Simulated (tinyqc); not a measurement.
Width of the inclusion: polytypes by hexagonality, and a cubic inclusion as a quantum well.

Gap: E3 + (E2 - E3) h. Valence top Ev2 h and polarisation P2 h, both counted from 3C; Ec = Ev + gap.

A cubic inclusion of width L = N d in the host (h = 1) is a well of depth V = Ec(host) - Ec(3C). Square well with mass mismatch: k tan(k L/2) = (m_w/m_b) q, k = sqrt(m_w E/c), q = sqrt(m_b (V - E)/c), c = hbar^2/2m0, lowest root. The depth of the level, V - E, is its binding, and the transition to the valence top of the host is gap(host) - (V - E). The step in polarisation gives a field |F| = |P|/(eps eps0) in a thin inclusion, eps0 = 8.8541878e-12 F/m.

Constants: hbar^2/2m0 = 3.80998211 eV angstrom^2.

Inputs chosen for the exercise (of the order of those of InP; not measured data):

| symbol | value | unit | meaning |
|---|---|---|---|
| E3 | 1.41 | eV | gap of the cubic polytype |
| E2 | 1.477 | eV | gap of 2H |
| Ev2 | 0.048 | eV | valence top of 2H above that of 3C |
| P2 | -0.0021 | C/m^2 | spontaneous polarisation of 2H |
| m | (0.078, 0.079) | m0 | electron mass along c in the cubic layer and in the host |
| d | 3.389 | angstrom | thickness of a double layer |
| eps | 12.7 |  | dielectric constant |

Without the field: square well. With it, the potential inside is |F| (z - L/2), the host conduction edge lies at V - |F| L/2 on one side and V + |F| L/2 on the other, and the lowest level E_F is found by finite differences (step 0.25 angstrom, wide box, good to about 1 meV). Holes sit in the host on the high side, so the transition is gap(host) - V + E_F - |F| L/2. A dash: bound by less than 2 meV or not at all.

Results:

| N | L (angstrom) | depth (eV) | transition (eV) | depth below the low side, with field (eV) | transition with field (eV) |
|---|---|---|---|---|---|
| 2 | 6.78 | 0.003 | 1.474 | - | - |
| 4 | 13.56 | 0.011 | 1.466 | - | - |
| 6 | 20.33 | 0.022 | 1.455 | 0.007 | 1.432 |
| 10 | 33.89 | 0.043 | 1.434 | 0.017 | 1.397 |
| 20 | 67.78 | 0.077 | 1.400 | 0.029 | 1.322 |
| 30 | 101.67 | 0.092 | 1.385 | 0.030 | 1.257 |

Give the missing row, N = 15, L (angstrom) = 50.84.

Computed row:
```
N   L (angstrom)  depth (eV)  transition (eV)  depth below the low side, with field (eV)  transition with field (eV)
15         50.84       0.063            1.414                                      0.025                       1.357
```

The square well binds a level even at N = 2 (3 meV), as any symmetric one-dimensional well does; the depth grows to 92 of 115 meV, and the transition tends to E3 - Ev(host) = 1.362 eV. With the field the level is bound by 2 meV or more for N = 6, 10, 15, 20 and 30, and the transition is lowered by 23 meV at N = 6 and 128 meV at N = 30, where |F| L/2 = 95 meV. Free carriers or surface charge screen the field and the step between the two sides; with the field removed every row returns to its square-well depth, and the attraction to the hole, left out here, binds the electron further.

Run: tinyqc, `OMP_NUM_THREADS=1 python tinyqc.py 1880512 1880513 out.jsonl`; Intel(R) Xeon(R) Processor @ 2.30GHz, one thread, shared host; about 0.08 s of CPU time with all checks.
